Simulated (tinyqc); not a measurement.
# Wafer bonding and layer transfer: bond energy, gap closing, particles, bonding of dissimilar wafers and hydrogen blisters, step by step

A worked calculation. Computed by tinyqc, a small Python program that keeps every step. Command: `OMP_NUM_THREADS=1 python tinyqc.py 3010598 3010599 out.jsonl bond walk`. One thread of a shared host (Intel(R) Xeon(R) Processor @ 2.30GHz), about 0.01 s of CPU time with the checks. Intermediate numbers are printed to about 6 digits and carried at full precision; extremes and crossings named in words are read from the listed rows.

gamma is the energy per area of each of the two surfaces; plates are isotropic, and both wafers have E1 and t1.

Inputs (values chosen for the exercise, with wafer 1 close to silicon):

| quantity | value | unit |
|---|---|---|
| Young's modulus E1 | 146 | GPa |
| Poisson ratio nu | 0.24 | - |
| thickness t1 | 625 | micrometre |
| blade thickness t_b | 80 | micrometre |
| crack length L | 10.1 | mm |
| particle radius h | 0.32 | micrometre |
| radius of a shallow gap R | 0.14 | mm |
| half height of the gap h_g | 12 | nm |
| implant depth d | 1.6 | micrometre |
| hydrogen dose | 8.1 | 1e16/cm^2 |
| share of the dose released as H2 | 0.21 | - |
| surface energy of the weakened plane gamma_s | 1.3 | J/m^2 |
| anneal temperature T | 850 | K |

Pair: two equal wafers.

Constants: k_B = 1.380649e-23 J/K.

## Bond energy from the blade test

Two cantilevers opened by t_b: gamma = 3 t_b^2 E1 t1^3 E2 t2^3/(16 L^4 (E1 t1^3 + E2 t2^3)).

bond energy gamma = 2.05522 J/m^2

An error of 5 % in L changes gamma by about 20 %. This nears the fracture energy of the bulk.

## Does a shallow gap close?

E' = E1/(1 - nu^2), equal wafers of thickness t1 assumed. A gap of radius R closes if h_g < h_c: h_c = R^2/sqrt((2/3) E' t1^3/gamma) for R > 2 t1 (plate bending), h_c = 3.6 sqrt(R gamma/E') for R < 2 t1 (local deformation).

closable height h_c = 155.145 nm

h_g/h_c = 0.0773471

The gap closes.

## Void around a particle

E' = E1/(1 - nu^2), equal wafers assumed. Void radius in the plate regime: R_v = [(2/3) E' t1^3/gamma]^(1/4) h^(1/2). Below h_crit = 5 sqrt(t1 gamma/E') the wafers deform locally and R_v is of the order of h (taken as h).

critical particle radius = 0.455282 micrometre

void radius = 0.32 micrometre

The particle is small enough to be embedded.

## Blistering after hydrogen implantation

A flat crack of radius r under a layer of thickness d, as a clamped plate: centre height w = 3 p r^4/(16 E' d^3), volume pi r^2 w/3, energy release G = 3 p^2 r^4/(32 E' d^3), E' = E1/(1 - nu^2). It grows when G = 2 gamma_s. The gas comes from the area pi r^2: p V = (dose x share/2) pi r^2 k_B T, and G = p w/2 = (3/2) N k_B T with N the H2 molecules per area. Share needed: G = 2 gamma_s. The pressure and height at growth are given for r = 10 d.

energy release G = 1.49716 J/m^2

share of the dose needed = 0.364691

pressure at growth = 16.3870 MPa

height at growth = 317.324 nm

The released gas does not suffice by this estimate. In this plate limit G depends on neither r nor d.

## Closable height against the size of the gap

The formulas are those given above.

Gap closing:

| R (mm) | regime | h_c (nm) | slope h_c/R |
|---|---|---|---|
| 1.00e-04 | local | 4.14642e+00 | 0.0414642 |
| 1.00e-03 | local | 1.31121e+01 | 0.0131121 |
| 1.00e-02 | local | 4.14642e+01 | 0.0041464 |
| 1.00e-01 | local | 1.31121e+02 | 0.0013112 |
| 5.00e-01 | local | 2.93196e+02 | 0.0005864 |
| 2.00e+00 | plate | 1.14197e+03 | 0.0005710 |
| 5.00e+00 | plate | 7.13734e+03 | 0.0014275 |
| 2.00e+01 | plate | 1.14197e+05 | 0.0057099 |
| 5.00e+01 | plate | 7.13734e+05 | 0.0142747 |

Roughness of 100 nm scale may be 4.1 nm in half height, waviness of radius 5 cm as much as 710 micrometre: h_c goes as R^(1/2) when the wafer deforms locally and as R^2 when it bends. The allowed slope is least near R = 2 t1, so defects about 4 t1 wide are the hardest to close; bow matters little.

Checks made by the program: gamma against the derivative of the beam energy (relative difference below 1e-10).
